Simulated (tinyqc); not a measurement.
Capacitances against the relative permittivity between the lines.

Endless row of lines of width wl, height tl and space sl between grounded planes at distance hd; e2 fills the gaps beside the lines, e1 the rest. Laplace's equation is solved on meshes of 3, 6 and 12 steps per unit u and extrapolated (Aitken), which is good to about 0.2 %. C_even (all lines at 1 V) is the capacitance Cg to the planes; C_odd (neighbours in antiphase) = Cg + 4 Cc if only nearest neighbours couple, which defines Cc; total with quiet neighbours Cg + 2 Cc. Plate values 2 eps0 e1 wl/hd and eps0 e2 tl/sl.

Values chosen for this exercise:

| symbol | value | unit | meaning |
|---|---|---|---|
| e1 | 3.9 |  | relative permittivity above and below the lines |
| wl | 4 | u | line width, in units u |
| tl | 12 | u | line height |
| sl | 4 | u | space between lines |
| hd | 6 | u | distance to each plane |

Constants: eps0 = 8.8541878128e-12 F/m. Results are converted to the units shown.

The same in every row: plate Cg (aF/um) = 46.0.

Result of one run:
```
Cg (aF/um),Cc (aF/um),Cg + 2 Cc (aF/um),C_odd (aF/um),plate Cc (aF/um),"share of coupling, 2 Cc/(Cg + 2 Cc) (%)"
87.2,119,324,562,104,73.1
```

Which relative permittivity between the lines e2 gave this result: 1, 1.5, 2, 2.5 or 3.9?

e2 = 3.9.

The whole series:
```
e2,Cg (aF/um),Cc (aF/um),Cg + 2 Cc (aF/um),C_odd (aF/um),plate Cc (aF/um),"share of coupling, 2 Cc/(Cg + 2 Cc) (%)"
1,83.5,41.6,167,250,26.6,49.9
1.5,84.5,54.9,194,304,39.8,56.5
2,85.3,68.1,222,358,53.1,61.5
2.5,85.9,81.4,249,412,66.4,65.5
3,86.5,94.7,276,465,79.7,68.7
3.9,87.2,119,324,562,104,73.1
5,87.9,148,384,679,133,77.1
7,88.8,201,491,893,186,81.9
```

As e2 goes from 1 to 7, Cg rises from 83.5 to 88.8 aF/um, Cc rises from 41.6 to 201 aF/um and the share of coupling rises from 49.9 to 81.9 %. Cg is 1.81 times its plate value in the first row and 1.93 times in the last; for Cc the ratios are 1.57 and 1.08. Neighbours in antiphase raise the load by a factor of 1.50 and 1.82 over quiet ones.

tinyqc, about 1 s, one thread, Intel Xeon 2.30GHz (shared host): `OMP_NUM_THREADS=1 python tinyqc.py 2790174 2790175 out.jsonl`
